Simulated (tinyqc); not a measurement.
# Deformation potential from the mobility gain

Question. Tension X along [100] raises the x valleys by D = Xu (s11 - s12) X against the y and z valleys. Their share is f = w/(w + 2), w = exp(-D/Vt), and for current along [100] mu/mu0 = [f/ml + (1 - f)/mt]/[(1/ml + 2/mt)/3]. Find f, D and Xu.

Values chosen for this exercise; values close to those of silicon: temperature T = 325 K; compliance s11 = 7.9 1/TPa; compliance s12 = -2.09 1/TPa; longitudinal mass ml = 0.919 m0; transverse mass mt = 0.189 m0.

Constants: q = 1.602176634e-19 C, kB = 1.380649e-23 J/K, Vt = kB T/q. Results are converted to the units shown.

mu/mu0 = 1.07097545
X = 97 MPa

Solution. The gain is linear in f; w = 2 f/(1 - f).

f = 0.2676
D = 8.779 meV
Xu = 9.060 eV

tinyqc, about 0.01 s, one thread, Intel Xeon 2.30GHz (shared host): `OMP_NUM_THREADS=1 python tinyqc.py 2530086 2530087 out.jsonl`
